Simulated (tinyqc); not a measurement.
Worked calculation: Hubbard ring of 6 sites. Computed by tinyqc, a small Python program that keeps every step. Settings: hopping = 1.88, U = 7.3, mixing = 1, iteration cap = 71. Command: `OMP_NUM_THREADS=1 python tinyqc.py 26998 26999 out.jsonl` (the two numbers bound the seeds that draw the settings). One thread of a shared host (Intel(R) Xeon(R) Processor @ 2.60GHz), about 0.2 s of CPU time with the checks.

one-body matrix (hopping and site energies) (eV), lower triangle:
```
,1,2,3,4,5,6
1,-0.290000
2,-1.880000,1.000000
3,0.000000,-1.880000,0.670000
4,0.000000,0.000000,-1.880000,0.660000
5,0.000000,0.000000,0.000000,-1.880000,0.620000
6,-1.880000,0.000000,0.000000,0.000000,-1.880000,0.070000
```

U = 7.300000 eV

electrons, up and down: 3  3

n(up) at the start (a guess, not normalised): 1 0.950000, 2 0.050000, 3 0.950000, 4 0.050000, 5 0.950000, 6 0.050000

n(down) at the start (a guess): 1 0.050000, 2 0.950000, 3 0.050000, 4 0.950000, 5 0.050000, 6 0.950000

Each step fills the lowest levels of T + U n(other spin) and sets n(new) = n + mixing (n(out) - n); stop when output and input agree to 1e-8.

Course of the cycle:
```
iteration,E (eV),largest |n(out) - n(in)|,mean |n_up - n_down|
1,-2.71486473,7.21e-02,0.795637
2,-2.76548521,1.87e-02,0.761428
3,-2.77230296,8.54e-03,0.748162
4,-2.77337988,2.94e-03,0.742848
5,-2.77356032,1.39e-03,0.740645
6,-2.77359128,5.07e-04,0.739735
7,-2.77359664,2.38e-04,0.739354
8,-2.77359757,8.86e-05,0.739195
9,-2.77359773,4.13e-05,0.739129
10,-2.77359776,1.55e-05,0.739102
11,-2.77359777,7.18e-06,0.739090
12,-2.77359777,2.70e-06,0.739085
13,-2.77359777,1.25e-06,0.739083
14,-2.77359777,4.72e-07,0.739082
15,-2.77359777,2.18e-07,0.739082
16,-2.77359777,8.24e-08,0.739082
17,-2.77359777,3.80e-08,0.739082
18,-2.77359777,1.44e-08,0.739082
19,-2.77359777,6.63e-09,0.739082
```

Can the last value be used, and what does the course show?

Yes. Converged in 19 iterations. Before convergence this energy mixes input and output and is not variational, so it may rise towards its limit.
